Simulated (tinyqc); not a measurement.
Character of the line: straight dislocations in isotropic elasticity: fields, energies, partials, Peierls stress and walls. Computed by tinyqc, a small Python program. Command: `OMP_NUM_THREADS=1 python tinyqc.py 3009080 3009081 out.jsonl disloc walk`. One thread of a shared host (Intel(R) Xeon(R) Processor @ 2.30GHz), about 0.01 s of CPU time with the checks.

The line runs along z, the glide plane is y = 0, and beta is the angle between b and the line (0 screw, 90 degrees edge): b_e = b sin(beta) along +x with the extra half plane at y > 0, b_s = b cos(beta). Stress is positive in tension.

Inputs (values chosen for the exercise, modelled on nickel):

| quantity | value | unit |
|---|---|---|
| shear modulus G | 77 | GPa |
| Poisson ratio nu | 0.306 | - |
| Burgers vector b | 2.492 | angstrom |
| stacking-fault energy gamma | 141 | mJ/m^2 |
| dislocation density rho | 1.8e+12 | 1/m^2 |
| core radius r0/b | 2 | - |

Character: 30-degree.

Constants: 1 eV/angstrom^3 = 160.2176634 GPa.

Method:
- Energy factor K = G [cos^2(beta) + sin^2(beta)/(1 - nu)].
- E = K b^2/(4 pi) ln(R/r0) with R = 1/(2 sqrt(rho)); tension T = E + d^2E/d(beta)^2 = G b^2 [1 + nu - 3 nu sin^2(beta)]/(4 pi (1 - nu)) ln(R/r0). The core energy is taken into r0.
- Shockley partials have b_p = b/sqrt(3) at the angles beta -/+ 30 degrees; their repulsion balances the fault at d = G b_p^2/(8 pi gamma) (2 - nu)/(1 - nu) [1 - 2 nu cos(2 beta)/(2 - nu)].
- E = K b^2/(4 pi) ln(R/r0); T = G b^2 [1 + nu - 3 nu sin^2(beta)]/(4 pi (1 - nu)) ln(R/r0).

ln(R/r0) = 6.61707

From screw to edge:

| beta (degrees) | K (GPa) | E (eV/nm) | T (eV/nm) | d (nm) |
|---|---|---|---|---|
| 0 | 77.00 | 15.716 | 29.574 | 0.7013 |
| 15 | 79.27 | 16.180 | 28.182 | 0.7544 |
| 30 | 85.49 | 17.448 | 24.377 | 0.8996 |
| 45 | 93.98 | 19.180 | 19.180 | 1.0979 |
| 60 | 102.46 | 20.913 | 13.983 | 1.2962 |
| 75 | 108.68 | 22.181 | 10.179 | 1.4414 |
| 90 | 110.95 | 22.645 | 8.786 | 1.4945 |

What does the comparison show, and why?

The edge costs 1/(1 - nu) = 1.441 times the screw in energy, yet its tension is only (1 - 2 nu)/(1 + nu) = 0.297 of the screw value, so loops under stress are elongated along b. The edge splits 2.13 times as widely, (2 + nu)/(2 - 3 nu), since there the larger, edge parts of the partials repel with the factor 1/(1 - nu) and the small screw parts attract, while in the screw the roles are exchanged.
